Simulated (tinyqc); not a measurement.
Inside a calculation. Model: Heisenberg spin cluster by exact diagonalisation: multiplets, susceptibility, level crossings. Computed by tinyqc, a small Python program that keeps every step. Command: `OMP_NUM_THREADS=1 python tinyqc.py 3009205 3009206 out.jsonl spincl walk`. One thread of a shared host (Intel(R) Xeon(R) Processor @ 2.30GHz), about 0.01 s of CPU time with the checks. Intermediate numbers are printed to about 7 digits and carried at full precision; extremes and crossings named in words are read from the listed rows.

H = J1 sum S_i.S_j over the bonds 1-2, 2-3 + J2 sum over 1-3 - g mu_B B S_z; J > 0 is antiferromagnetic.

Inputs (values chosen for the exercise, for a model cluster):

| quantity | value | unit |
|---|---|---|
| exchange J1 | 9.79 | meV |
| exchange J2 | 3.2 | meV |
| g factor | 2.05 | - |
| temperature T | 26 | K |
| field B | 11 | T |

Cluster: triangle, two J1 bonds and one J2 bond. Spin s of each site: 0.5.

Constants: k_B = 8.617333262e-05 eV/K; mu_B = 5.7883818060e-05 eV/T.

## The block with S_z = 0.5

Basis: products of m values. S_i.S_j = m_i m_j on the diagonal and (1/2) sqrt[s(s+1) - m_i(m_i+1)] sqrt[s(s+1) - m_j(m_j-1)], s the spin of a site, between states that differ by one flip up and one down.

H at B = 0 (meV):
```
                +0.5 +0.5 -0.5  +0.5 -0.5 +0.5  -0.5 +0.5 +0.5
+0.5 +0.5 -0.5          -0.800           4.895           1.600
+0.5 -0.5 +0.5           4.895          -4.095           4.895
-0.5 +0.5 +0.5           1.600           4.895          -0.800
```

## Multiplets

Every multiplet has one member in the block S_z = 0.5; diagonalise it and read the total spin from <S^2> = S (S + 1).

Levels at B = 0:

| E (meV) | total S | number of multiplets |
|---|---|---|
| -8.990 | 0.5 | 1 |
| -2.400 | 0.5 | 1 |
| 5.695 | 1.5 | 1 |

ground energy = -8.99 meV

gap to the next level = 6.59 meV

The ground state has S = 0.5; the next level has S = 0.5. The highest spin, S = 1.5, lies at 5.695 meV, s^2 times the sum of all J, s the spin of a site.

## Thermal averages at zero field

Z = sum k (2S + 1) exp(-E/(k_B T)) over the table, k the number of multiplets; <S^2> likewise with the factor S (S + 1); chi T = N_A g^2 mu_B^2 <S^2>/(3 k_B) = 0.125049 g^2 <S^2> cm^3 K/mol (cgs, per mole of clusters); C = (<E^2> - <E>^2)/(k_B T)^2; entropy = ln Z + <E>/(k_B T).

<S^2> = 0.7580933

chi T = 0.3983920 cm^3 K/mol

heat capacity = 0.5214228 k_B

entropy = 0.9120876 k_B

Free spins would give <S^2> = 2.25 and the entropy 2.079 k_B; chi T is 34 % of the free value.

## Magnetisation in the field

Each multiplet splits as E - g mu_B B m; <S_z> is the Boltzmann mean. The first level crossing is at the smallest (E_S - E_0)/(g mu_B (S - S_0)) over higher spins (0 if the ground state has the highest spin).

<S_z> = 0.1433228

first crossing field = 123.7550 T

Linear response would give g mu_B B <S^2>/(3 k_B T) = 0.147.

## Susceptibility against the Curie-Weiss form

High-temperature form: chi T = C0/(1 - theta/T), C0 = 0.125049 g^2 n s (s + 1), k_B theta = -(2/3) s (s + 1) (sum of J over bonds)/n, n = 3; a dash where T <= 1.05 theta.

theta = -44.05849 K

Against temperature:

| T (K) | chi T (cm^3 K/mol) | Curie-Weiss | chi (cm^3/mol) | C (k_B) |
|---|---|---|---|---|
| 11 | 0.394139 | 0.236232 | 0.03583086 | 4.623451e-02 |
| 23 | 0.395980 | 0.405550 | 0.01721652 | 4.321887e-01 |
| 40 | 0.431991 | 0.562664 | 0.01079977 | 7.778044e-01 |
| 68 | 0.567033 | 0.717521 | 0.00833872 | 6.940871e-01 |
| 110 | 0.742291 | 0.844263 | 0.00674810 | 3.824288e-01 |
| 180 | 0.897631 | 0.949908 | 0.00498684 | 1.611987e-01 |
| 280 | 0.996278 | 1.021657 | 0.00355813 | 6.812822e-02 |
| 450 | 1.066083 | 1.076972 | 0.00236907 | 2.625906e-02 |
| 910 | 1.124923 | 1.127812 | 0.00123618 | 6.319905e-03 |
| 1800 | 1.153399 | 1.154166 | 0.00064078 | 1.596615e-03 |

The Curie-Weiss form is within 3 % in the last 4 rows. chi keeps rising on cooling, towards the Curie law of the S = 0.5 ground state; among these rows C is largest at 40 K, and the gap is 76.5 K.

Checks made by the program: the trace of H and the count of states (relative difference below 1e-10).
